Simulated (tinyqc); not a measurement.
Equal layers of growing thickness: short-period [001] superlattice in sp3s* tight binding.

Planes alternate anion, cation along [001], a/4 apart; at zero in-plane momentum s, pz, s* form one block. All levels of A are shifted so that its Ev (lower root of [[Epa, Vxx], [Vxx, Epc]]) is 0, and those of B so that its Ev is -dEv. A monolayer is an anion plane and the cation plane above it; an anion between unlike cations takes the mean of the two anion levels; each bond takes the couplings of its cation. Block from an anion to the cation above: U with Vss/2 (s,s), Vsapc/2 (s,z), -Vscpa/2 (z,s), Vxx/2 (z,z), Vxapc/2 (s*,z), -Vpaxc/2 (z,s*); to the cation below: the same with the s-z and s*-z signs reversed. The cell of n + m monolayers is closed with the phase exp(2 pi i q). No spin-orbit coupling. In this block 2 (n + m) levels are filled.

For the two lowest empty levels at q = 0: energy, share of the cation weight on A, and Gamma character, the share of the cation amplitudes with Fourier index |j|/(n + m) < 1/4 along the stack (near 1: Gamma-like, near 0: folded from X).

Values chosen for the exercise (A near a published set for GaAs, B for AlAs; not measured data):

| symbol | value | unit | meaning |
|---|---|---|---|
| pA | (-8.344, 1.04, -2.664, 3.669, 8.592, 6.723, -6.45, 1.958, 5.07, 4.473, 5.801, 4.836, 4.799) | eV | order Esa, Epa, Esc, Epc, Exa, Exc, Vss, Vxx, Vxy, Vsapc, Vscpa, Vxapc, Vpaxc |
| pB | (-7.513, 0.985, -1.165, 3.582, 7.488, 6.737, -6.647, 1.876, 4.281, 5.099, 5.485, 4.522, 4.984) | eV | the same for B |
| dEv | 0.51 | eV | valence offset: Ev(B) lies this far below Ev(A) |
| a | 5.653 | angstrom | lattice constant, taken common; strain is left out |

n = m.

Lowest empty levels:

| n = m | layer (angstrom) | E1 (eV) | on A | Gamma | E2 (eV) | on A | Gamma |
|---|---|---|---|---|---|---|---|
| 2 | 5.7 | 1.8874 | 0.43 | 0.05 | 1.9520 | 0.67 | 0.88 |
| 3 | 8.5 | 1.8558 | 0.18 | 0.00 | 1.9162 | 0.75 | 0.95 |
| 4 | 11.3 | 1.8164 | 0.15 | 0.06 | 1.8889 | 0.74 | 0.94 |
| 6 | 17.0 | 1.7817 | 0.14 | 0.12 | 1.8138 | 0.80 | 0.91 |
| 8 | 22.6 | 1.7482 | 0.91 | 0.96 | 1.7746 | 0.04 | 0.05 |
| 10 | 28.3 | 1.7043 | 0.95 | 0.99 | 1.7701 | 0.00 | 0.00 |
| 12 | 33.9 | 1.6724 | 0.97 | 1.00 | 1.7672 | 0.01 | 0.00 |
| 14 | 39.6 | 1.6490 | 0.98 | 1.00 | 1.7632 | 0.00 | 0.00 |
| 18 | 50.9 | 1.6182 | 0.99 | 1.00 | 1.7606 | 0.00 | 0.00 |

How do the results move, and what explains it?

At zero in-plane momentum (the in-plane X valleys are left out) the lowest level is X-like for n = 2, 3, 4 and 6 and Gamma-like for the others (a Gamma weight between about 0.35 and 0.65 marks an even mixture, at the crossover). Thin layers push the light Gamma electron up past the heavy X electron, whose share on A runs from 0.14 to 0.43, so for n = 3, 4 and 6 it lies apart from the holes in A (type II); the crossover lies between n = 6 and 8. The crossover moves with dEv and with the electron mass, which this model makes too heavy, so it comes at thinner layers than in the real system. At n = 18 the lowest level lies 0.071 eV above the lowest bulk edge of the two crystals, with 99 % of its cation weight on A.

Computed by tinyqc, a small Python program: `OMP_NUM_THREADS=1 python tinyqc.py 1481701 1481702 out.jsonl` (the numbers bound the seed that draws the inputs); one thread of a shared host (Intel(R) Xeon(R) Processor @ 2.30GHz), about 0.4 s for the whole set of steps.
